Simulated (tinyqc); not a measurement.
Space-charge-limited current through a thin insulating or semi-insulating film with traps. From one set of inputs to another, one input at a time. Computed by tinyqc, a small Python program. Command: `OMP_NUM_THREADS=1 python tinyqc.py 3005431 3005432 out.jsonl sclc ladder`. One thread of a shared host (Intel(R) Xeon(R) Processor @ 2.30GHz), about 0.01 s of CPU time with the checks.

One ohmic injecting contact at x = 0 (field zero), drift only, non-degenerate free carriers.

The inputs printed are set A. Set A is modelled on semi-insulating GaN; the values taken over come from a set modelled on semi-insulating GaAs. Inputs not listed in the table keep their values of set A, so the rows need not describe a real material.

Inputs (values chosen for the exercise, modelled on semi-insulating GaN):
```
quantity                                            value        unit
permittivity eps                                      9.7           -
band mobility mu                                      220  cm^2/(V s)
effective density of states N_c                   2.4e+18      1/cm^3
trap density N_t                                  1.2e+17      1/cm^3
equilibrium Fermi level below the band edge, E_0     0.77          eV
thickness d                                           580          nm
free density at the anode, in units of N_c          6e-06           -
temperature T                                         300           K
characteristic temperature T_c                        500           K
```

Traps: exponential tail.

Constants: k_B = 8.617333262e-05 eV/K; e = 1.602176634e-19 C; eps_0 = 8.8541878128e-12 F/m.

Method:
- Free density n_0 = N_c exp(-E_0/k_B T) in equilibrium; trapped density n_t(n) = N_t (n/N_c)^(T/T_c) (the low-temperature form).
- theta = n/(n + n_t) at the anode density; trap-filled-limit voltage V_TFL = e (N_t - n_t(n_0)) d^2/(2 eps eps_0).
- J = e mu n F and (eps eps_0/e) dF/dx = n - n_0 + n_t(n) - n_t(n_0) = rho(n). With F = J/(e mu n): d = (eps eps_0 J/(e^2 mu)) I_1 and V = (eps eps_0 J^2/(e^3 mu^2)) I_2, I_k = int_(n_L)^infinity dn/(n^(k+1) rho(n)), n_L the density at the anode; with u = n_L/n, 200 Gauss-Legendre points in t, u = 1 - (1 - t)^2.
- Anode field J/(e mu n_L); Mott-Gurney current (9/8) eps eps_0 mu V^2/d^3; ohmic current e n_0 mu V/d.

Each row keeps all changes above it:
```
input moved                                    from       to  current density J (A/cm^2)   theta  V_TFL (V)
set A                                             -        -                   9.418e-01  0.1402      37.65
thickness d (nm)                                580      330                   5.359e-01  0.1402      12.19
characteristic temperature T_c (K)              500     1200                   2.310e+01  0.0024      12.18
trap density N_t (1/cm^3)                   1.2e+17  9.8e+16                   1.889e+01  0.0030       9.95
permittivity eps                                9.7     12.9                   1.421e+01  0.0030       7.48
free density at the anode, in units of N_c    6e-06  1.1e-05                   3.047e+01  0.0047       7.48
temperature T (K)                               300      400                   1.255e+01  0.0120       7.48
band mobility mu (cm^2/(V s))                   220     5200                   2.966e+02  0.0120       7.48
```

Which inputs carry the difference?

Current density J goes from 0.942 to 297, a factor 315 in all. The largest single move comes from characteristic temperature T_c (a factor 43.1), and temperature T works against it (a factor 0.412). Theta goes from 0.140 to 0.0120, a factor 0.0854 in all. The largest single move comes from characteristic temperature T_c (a factor 0.0173), and temperature T works against it (a factor 2.57). V_TFL goes from 37.7 to 7.48, a factor 0.199 in all. The largest single move comes from thickness d (a factor 0.324). The single moves hold for this order of the switches; the total does not depend on the order.

Caution (rows set A, thickness d, temperature T, band mobility mu): V is below 10 k_B T/e, where diffusion from the contact, left out here, dominates. Caution (rows band mobility mu): mu V/d exceeds 1e7 cm/s, so velocity saturation would limit the current.

Extremes, crossings and ranges named in words are read from the listed rows.
